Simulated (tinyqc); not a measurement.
Worked calculation: Kane-Mele model of a buckled honeycomb layer in a normal field. Values are carried at full precision from step to step, so a last printed digit may differ when a step is redone from the rounded ones.

Sublattices A and B lie at +/-b, so the field gives them the energies +/-D, D = e b Ez (in eV for b in angstrom and Ez in V/angstrom); 2 lam is the gap at zero field. Near the valleys tau = +/-1, for spin sz = +/-1: H = hbar v (tau qx sx + qy sy) + m sz_AB with m = D - tau sz lam, hbar v = (sqrt3/2) a t. On the lattice the spin-orbit term is the second-neighbour hopping i (lam/3 sqrt3) nu sz, nu = +/-1 by the sense of the turn. The filled band of one cone contributes tau sign(m)/2 to the Chern number, in the sense Omega = curl of i<u|grad u>. Rashba terms are left out.

Constants: hbar^2/2m0 = 3.80998211 eV angstrom^2.

Parameters, chosen for this exercise:
```
symbol  value   unit        meaning
a       2.99    angstrom    lattice constant
t       1.08    eV          hopping
lam     0.21    eV          spin-orbit half gap
b       0.33    angstrom    half the buckling height
Ez      1.2     V/angstrom  normal field at the atoms, after screening; 0.01 is 1 MV/cm, and gates reach some 0.05
q       0.0094  1/angstrom  distance from K along x
```

## The four Dirac masses

Form D, hbar v, and for each flavour m, the gap 2|m|, the band mass 2c|m|/(hbar v)^2 with c = hbar^2/2m0, and the share of the Chern number.

D = 396.000 meV
hbar v = 2.7966 eV angstrom

Flavours:
```
tau  sz  m (meV)  gap (meV)  mass (m0)  share of C
1     1  186.000    372.000    0.18122         0.5
1    -1  606.000   1212.000    0.59044         0.5
-1    1  606.000   1212.000    0.59044        -0.5
-1   -1  186.000    372.000    0.18122        -0.5
```

## Invariants

C(up) and C(down) are the sums over valleys; spin Chern number (C(up) - C(down))/2; valley number, the sum for tau = +1 less that for tau = -1; Z2 index |C(up)| mod 2; critical field lam/b.

C(up), C(down): 0  0

spin Chern number = 0
valley number = 2
Z2 = 0
critical field = 0.6364 V/angstrom

|D| > lam: all masses share the sign of D, a band insulator with valley Hall response.

## Levels and curvature at distance q

E = sqrt(m^2 + (hbar v q)^2); curvature of the filled band Omega = tau (hbar v)^2 m/(2 E^3).

At q:
```
tau  sz  E (meV)  Omega (angstrom^2)
1     1  187.848               109.7
1    -1  606.570               10.62
-1    1  606.570              -10.62
-1   -1  187.848              -109.7
```

In each valley the two spins differ by 418.721 meV, with opposite order in the other valley.

## Checks

- Curvature formula against a plaquette: both 109.7.

Computed by tinyqc, a small Python program: `OMP_NUM_THREADS=1 python tinyqc.py 1482736 1482737 out.jsonl` (the numbers bound the seed that draws the inputs); one thread of a shared host (Intel(R) Xeon(R) Processor @ 2.30GHz), about 0.01 s for the whole set of steps.
